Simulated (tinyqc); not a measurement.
Thin (001) film in sp3s* tight binding with raised dangling bonds: one step. The two blocks of the small film. Two cases, with inputs chosen for the exercise.

Task: Fill them in.

Planes alternate anion (a), cation (c) along [001], a/4 apart, starting with an anion; zero in-plane momentum; levels counted from the bulk Ev, the lower root of [[Epa, Vxx], [Vxx, Epc]]; no spin-orbit coupling. Block of s, pz, s*: from an anion to the cation above, Vss/2 (s,s), Vsapc/2 (s,z), -Vscpa/2 (z,s), Vxx/2 (z,z), Vxapc/2 (s*,z), -Vpaxc/2 (z,s*); to the cation below the same with the s-z and s*-z signs reversed. Block of u = (px + py)/sqrt2 and v = (px - py)/sqrt2: to the cation above (Vxx + Vxy)/2 for u and (Vxx - Vxy)/2 for v, to the cation below the reverse. Each surface atom has two dangling sp3 hybrids; raising both by dl adds (dl/2) [[1, t], [t, 1]] to its s, pz levels (t = -1 at the bottom face, +1 at the top) and dl to the one of u, v in whose plane the missing bonds lie (v for a bottom anion or a top cation, u for a top anion).

Case 1.

Values chosen (out of a larger set: near a published set for Si, fitted to gaps, whose masses and valley positions are rough; not measured data): p = (-4.194, 1.715, -4.194, 1.715, 6.647, 6.647, -8.258, 1.727, 4.567, 5.721, 5.721, 5.383, 5.383) eV (order Esa, Epa, Esc, Epc, Exa, Exc, Vss, Vxx, Vxy, Vsapc, Vscpa, Vxapc, Vpaxc); N = 4 (atomic planes in the small film); dl = 20 eV (shift of the dangling hybrids).

Case 2.

Values chosen (out of a larger set: near a published set for Ge, fitted to gaps, whose masses and valley positions are rough; the L valleys, lowest in Ge, lie off zero in-plane momentum and are not seen; not measured data): p = (-5.904, 1.611, -5.904, 1.611, 6.394, 6.394, -6.812, 1.602, 4.88, 5.491, 5.491, 5.18, 5.18) eV (order Esa, Epa, Esc, Epc, Exa, Exc, Vss, Vxx, Vxy, Vsapc, Vscpa, Vxapc, Vpaxc); N = 4 (atomic planes in the small film); dl = 10 eV (shift of the dangling hybrids).

Give: s, pz, s* block; u, v block.

Result:

Case 1.

s, pz, s* block (eV):
```
         sa1      za1    *a1     sc2     zc2     *c2     sa3     za3     *a3     sc4     zc4     *c4
sa1    5.818  -10.000      0  -4.129   2.861       0       0       0       0       0       0       0
za1  -10.000   11.727      0  -2.861   0.864  -2.692       0       0       0       0       0       0
*a1        0        0  6.659       0   2.692       0       0       0       0       0       0       0
sc2   -4.129   -2.861      0  -4.182       0       0  -4.129   2.861       0       0       0       0
zc2    2.861    0.864  2.692       0   1.727       0  -2.861   0.864  -2.692       0       0       0
*c2        0   -2.692      0       0       0   6.659       0   2.692       0       0       0       0
sa3        0        0      0  -4.129  -2.861       0  -4.182       0       0  -4.129   2.861       0
za3        0        0      0   2.861   0.864   2.692       0   1.727       0  -2.861   0.864  -2.692
*a3        0        0      0       0  -2.692       0       0       0   6.659       0   2.692       0
sc4        0        0      0       0       0       0  -4.129  -2.861       0   5.818  10.000       0
zc4        0        0      0       0       0       0   2.861   0.864   2.692  10.000  11.727       0
*c4        0        0      0       0       0       0       0  -2.692       0       0       0   6.659
```

u, v block (eV), rows ua1, va1, uc2, vc2, ua3, va3, uc4, vc4 and columns alike:
$$\begin{pmatrix}
1.727 & 0 & 3.147 & 0 & 0 & 0 & 0 & 0 \\
0 & 21.727 & 0 & -1.420 & 0 & 0 & 0 & 0 \\
3.147 & 0 & 1.727 & 0 & -1.420 & 0 & 0 & 0 \\
0 & -1.420 & 0 & 1.727 & 0 & 3.147 & 0 & 0 \\
0 & 0 & -1.420 & 0 & 1.727 & 0 & 3.147 & 0 \\
0 & 0 & 0 & 3.147 & 0 & 1.727 & 0 & -1.420 \\
0 & 0 & 0 & 0 & 3.147 & 0 & 1.727 & 0 \\
0 & 0 & 0 & 0 & 0 & -1.420 & 0 & 21.727
\end{pmatrix}$$

Case 2.

s, pz, s* block (eV):
```
        sa1     za1    *a1     sc2     zc2     *c2     sa3     za3     *a3     sc4    zc4     *c4
sa1  -0.913  -5.000      0  -3.406   2.745       0       0       0       0       0      0       0
za1  -5.000   6.602      0  -2.745   0.801  -2.590       0       0       0       0      0       0
*a1       0       0  6.385       0   2.590       0       0       0       0       0      0       0
sc2  -3.406  -2.745      0  -5.913       0       0  -3.406   2.745       0       0      0       0
zc2   2.745   0.801  2.590       0   1.602       0  -2.745   0.801  -2.590       0      0       0
*c2       0  -2.590      0       0       0   6.385       0   2.590       0       0      0       0
sa3       0       0      0  -3.406  -2.745       0  -5.913       0       0  -3.406  2.745       0
za3       0       0      0   2.745   0.801   2.590       0   1.602       0  -2.745  0.801  -2.590
*a3       0       0      0       0  -2.590       0       0       0   6.385       0  2.590       0
sc4       0       0      0       0       0       0  -3.406  -2.745       0  -0.913  5.000       0
zc4       0       0      0       0       0       0   2.745   0.801   2.590   5.000  6.602       0
*c4       0       0      0       0       0       0       0  -2.590       0       0      0   6.385
```

u, v block (eV), rows ua1, va1, uc2, vc2, ua3, va3, uc4, vc4 and columns alike:
$$\begin{pmatrix}
1.602 & 0 & 3.241 & 0 & 0 & 0 & 0 & 0 \\
0 & 11.602 & 0 & -1.639 & 0 & 0 & 0 & 0 \\
3.241 & 0 & 1.602 & 0 & -1.639 & 0 & 0 & 0 \\
0 & -1.639 & 0 & 1.602 & 0 & 3.241 & 0 & 0 \\
0 & 0 & -1.639 & 0 & 1.602 & 0 & 3.241 & 0 \\
0 & 0 & 0 & 3.241 & 0 & 1.602 & 0 & -1.639 \\
0 & 0 & 0 & 0 & 3.241 & 0 & 1.602 & 0 \\
0 & 0 & 0 & 0 & 0 & -1.639 & 0 & 11.602
\end{pmatrix}$$

Computed by tinyqc, one run a case: `OMP_NUM_THREADS=1 python tinyqc.py N N+1 out.jsonl` with N = 1451060, 1452025; one thread of a shared Intel(R) Xeon(R) Processor @ 2.30GHz, about 0.4 s a run at most.
